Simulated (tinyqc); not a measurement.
# Quarter-wave Bragg mirror and the threshold of a vertical cavity, step by step

Computed by the program tinyqc: `OMP_NUM_THREADS=1 python tinyqc.py 2650126 2650127 out.jsonl`, one thread of a shared Intel Xeon 2.30GHz, about 0.01 s for the whole run. Printed values are rounded.

N pairs of lossless layers, each a quarter wave thick at lam, in the order nL, nH from the incident medium n0 to the exit medium ns; normal incidence, no dispersion. At wavelength lam + dw each layer has the phase d = (pi/2) lam/(lam + dw) and the matrix [[cos d, i sin d/n], [i n sin d, cos d]].

Inputs (values chosen for the exercise); indices close to those of AlGaAs of two compositions:
```
symbol  value         unit                          meaning
lam       850           nm                design wavelength
nH      3.486                                    high index
nL      3.078                                     low index
N          22                               number of pairs
n0      3.509                  index of the incident medium
ns      3.528                      index of the exit medium
dw         13           nm            detuning of the light
Tb      0.013            %  transmission of the back mirror
Lc        2.5  wavelengths  optical thickness of the cavity
ai          8         1/cm                    internal loss
da         30           nm     total thickness of the wells
Gr       1.83                     standing-wave enhancement
```

## Thicknesses, peak reflectance and stop band

At the design wavelength Y = ns (nL/nH)^(2 N), T0 = 4 n0 Y/(n0 + Y)^2; stop band, to first order in its width, (4 lam/pi) arcsin((nH - nL)/(nH + nL)); layer thicknesses lam/(4 n).

thickness of the high-index layer = 60.95812 nm
thickness of the low-index layer = 69.03834 nm
Y = 0.01475512
T0 = 1.667918 %
stop band = 67.31327 nm

Each further pair divides T0 by about (nH/nL)^2 = 1.28.

## Matrix of one pair

The product of the two layer matrices in the order met by the light.

M of one pair:
```
                     1                    2
1  -1.131360+0.000000i   0.000000+0.014470i
2   0.000000+0.155260i  -0.881906+0.000000i
```

## Matrix of the stack

M = (M of one pair)^N.

M:
```
                   1                  2
1  13.09254+0.00000i   0.00000-0.78426i
2   0.00000-8.41499i  -0.42769+0.00000i
```

## Reflection at the detuned wavelength

B = M11 + M12 ns, C = M21 + M22 ns; r = (n0 B - C)/(n0 B + C), T = 4 n0 ns/|n0 B + C|^2, R = |r|^2 = 1 - T.

r = 0.9257685+0.3484946i
T = 2.150426 %
phase of r against its value at dw = 0 = 0.3600309 rad

T is 1.29 times its value at the design wavelength.

## Threshold gain with this stack as output mirror

Penetration depth Lp = lam/(4 (nH - nL)), Leff = Lc lam/nH + 2 Lp, mirror loss per pass m = -ln[(1 - T0)(1 - Tb)]/2, threshold gain (ai Leff + m)/(Gr da), share of the light through this mirror (T0/2)/(ai Leff + m).

Lp = 520.8333 nm
Leff = 1651.248 nm
m = 0.008474927
threshold gain = 1784.322 1/cm
output share = 0.8513326
